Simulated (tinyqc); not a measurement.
Swing of the coupled dose with resist thickness: standing waves and exposure in a photoresist film.

Normal incidence from air. Unexposed resist: N1 = n1 + i k1 with k1 = (A + B) lam/(4 pi), lam in micrometres. r01 = (1 - N1)/(1 + N1), t01 = 2/(1 + N1). Substrate Ns = ns + i ks: r12 = (N1 - Ns)/(N1 + Ns). With p = exp(2 pi i N1 d/lam), the field at depth z is E(z) = t01 [exp(2 pi i N1 z/lam) + r12 p^2 exp(-2 pi i N1 z/lam)]/(1 + r01 r12 p^2), the relative intensity I(z) = n1 |E(z)|^2 and the reflectance R = |(r01 + r12 p^2)/(1 + r01 r12 p^2)|^2.

Inputs chosen for the exercise (a resist on W, indices near tabulated ones; not measured data): lam = 193 nm (vacuum wavelength); n1 = 1.67 (resist index); A = 0.03 1/micrometre (bleachable absorption (Dill A)); B = 0.42 1/micrometre (fixed absorption (Dill B)); d = 222 nm (resist thickness); ns = 1.283 (substrate n); ks = 3 (substrate k).

The mean of I is taken over 800 depths; the relative dose to clear is taken as 1/(mean of I over the lowest period, 60 depths), scaled to 1 in the first row.

Swing:

| d (nm) | R | mean I | relative dose |
|---|---|---|---|
| 222.0 | 0.5972 | 0.9992 | 1.000 |
| 231.6 | 0.5518 | 1.0730 | 0.901 |
| 241.3 | 0.3844 | 1.4560 | 0.662 |
| 250.9 | 0.2162 | 1.8741 | 0.529 |
| 260.5 | 0.3347 | 1.6070 | 0.635 |
| 270.2 | 0.5145 | 1.1619 | 0.880 |
| 279.8 | 0.5795 | 0.9787 | 1.019 |
| 289.4 | 0.5329 | 1.0567 | 0.919 |
| 299.0 | 0.3657 | 1.4192 | 0.683 |
| 308.7 | 0.1964 | 1.8097 | 0.549 |
| 318.3 | 0.3151 | 1.5523 | 0.655 |
| 327.9 | 0.4950 | 1.1350 | 0.897 |
| 337.6 | 0.5623 | 0.9609 | 1.039 |

What can be read from this table?

The period is 57.8 nm, six rows. The relative dose swings between 0.529 and 1.039, a ratio (max - min)/mean of 0.638, against the estimate 4 sqrt(|r01|^2 |r12|^2) exp(-(A + B) d) = 0.650 for the oscillating part alone; the ratio from the table also holds the slow rise from absorption, 3.9 % over two periods, so the two are not strictly comparable. The dose is least sensitive to thickness at an extremum; the lowest dose listed is at 250.9 nm.

Run: tinyqc, `OMP_NUM_THREADS=1 python tinyqc.py 1681549 1681550 out.jsonl`; Intel(R) Xeon(R) Processor @ 2.30GHz, one thread, shared host; about 0.01 s of CPU time with all checks.
